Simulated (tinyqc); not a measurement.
Comparisons within one model: deformation potentials from a strained empirical pseudopotential. A value that a table varies takes the place of the one given here.

Diamond lattice, no spin-orbit coupling. Atomic form factor V(q) = a1 (q^2 - a2)/(a3 exp(a4 q^2) - 1) in rydberg with q in 1/bohr, for the unstrained cell. Under a strain e the reciprocal vectors and k go over into (1 + e)^(-1) G, the atoms sit at +/- tau with tau = (1 + e) a (1,1,1)/8 - zeta a (eyz, ezx, exy)/4, and H(G,G') = c |k + G|^2 delta + (V(q)/det(1 + e)) cos(q.tau), q = G - G', with the term q = 0 left out; c = hbar^2/2m0. The basis is fixed before straining: all G with |k + G|^2 up to 16 (2 pi/a)^2. k is given in units of 2 pi/a of the unstrained cell.

Constants: hbar^2/2m0 = 3.80998211 eV angstrom^2; Ry = 13.60569312 eV; a0 (Bohr radius) = 0.5291772105 angstrom.

Values chosen for the exercise (a germanium-sized cell with gaps well above those of Ge; the results hold for these values, not for the real material): a = 5.667 angstrom (lattice constant); A = (0.402, 2.424, 2.052, 0.451) (a1 (Ry bohr^2), a2 (1/bohr^2), a3, a4 (bohr^2)); h = 0.001 (size of the test strain); kD = 0.81 2 pi/a (position of the Delta minimum); a1 = 0.402; a2 = 2.424; a3 = 2.052; a4 = 0.451.

## The internal displacement

Xu of L (level 5, the lowest empty one) and d from exy = eyz = ezx = h for several zeta: Xu = [E(L [111]) - E(L [1-1-1])]/((8/3) h), d = (single valence level - pair)/(3 sqrt(3) h). zeta = 0 strains the bonds with the lattice; zeta = 1 keeps all four bond lengths equal to first order.

Results:
```
zeta  Xu (L) (eV)  d (eV)
0.00         8.56    2.27
0.25         9.82   -0.19
0.50        11.08   -2.65
0.60        11.58   -3.63
0.75        12.34   -5.10
1.00        13.61   -7.56
```

From zeta = 0 to 1, d goes from 2.27 to -7.56 eV and Xu (L) from 8.56 to 13.61 eV, both nearly linearly: the displacement is an optical-phonon mode, and d = d(0) - zeta d0/4 gives its deformation potential d0 = 39 eV. Leaving the relaxation out (zeta = 0 for 0.5) moves d by +4.91 eV, which reverses its sign, and Xu (L) by -2.51 eV. Tetragonal strain has no such freedom.

## Size of the test strain

e = diag(-h/2, -h/2, h). Xu = [E(Delta z) - E(Delta x)]/(1.5 h) at fixed kD, b = [E(Z) - E(X, Y)]/(4.5 h); one-sided from +h alone, central from +h and -h.

Results (eV):
```
h       Xu one-sided  Xu central  b one-sided  b central
0.0010         7.770       7.773       -3.008     -3.005
0.0025         7.765       7.773       -3.013     -3.005
0.0050         7.758       7.773       -3.021     -3.005
0.0100         7.743       7.774       -3.037     -3.005
0.0200         7.716       7.777       -3.069     -3.005
0.0300         7.690       7.782       -3.102     -3.006
```

From h = 0.001 to 0.03 the one-sided Xu drifts by -0.079 eV and the central one by +0.009 eV; for b the drifts are -0.093 and -0.001 eV. The central difference cancels the term of second order in the strain, so its error goes as h^2. At h = 0.02 the linear law errs by 0.7 % for the valley splitting and 2.1 % for the valence splitting.

## What each parameter of the potential does

Gaps from the valence top to level 5 at Gamma and level 5 at (kD,0,0) and L, and their deformation potentials [E(+h) - E(-h)]/(3 ln((1 + h)/(1 - h))) for e = +/- h 1, h = 0.002. The row for the lattice constant keeps V(q) without the volume factor, so it is not a strain. Each row changes one parameter from the base and keeps the others.

Results:
```
case                Gamma (eV)  Delta (eV)  L (eV)  potential Gamma (eV)  potential Delta (eV)  potential L (eV)
base                     1.658       1.486   1.284                 -9.22                  0.66             -3.10
a = 5.724 angstrom       1.447       1.716   1.333                 -9.40                  0.34             -3.31
a1 = 0.406               1.682       1.557   1.332                 -9.30                  0.63             -3.14
a2 = 2.448               1.516       1.548   1.266                 -9.27                  0.59             -3.14
a3 = 2.031               1.680       1.587   1.348                 -9.32                  0.63             -3.14
a4 = 0.456               1.596       1.410   1.221                 -9.07                  0.75             -3.00
```

The largest shifts from the base row, up to three for each result and ties (the steps differ in size, so this ranks the rows, not the parameters). Gamma (eV): a -0.212, a2 -0.143, a4 -0.062. Delta (eV): a +0.230, a3 +0.101, a4 -0.076. L (eV): a3 +0.065, a4 -0.063, a +0.049. potential Gamma (eV): a -0.18, a4 +0.15, a3 -0.10. potential Delta (eV): a -0.32, a4 +0.09, a2 -0.07. potential L (eV): a -0.21, a4 +0.10, a2 -0.04, a3 -0.04, a1 -0.04.

Program tinyqc; command `OMP_NUM_THREADS=1 python tinyqc.py 1851037 1851038 out.jsonl`; about 0.2 s on one thread of a shared Intel(R) Xeon(R) Processor @ 2.30GHz.
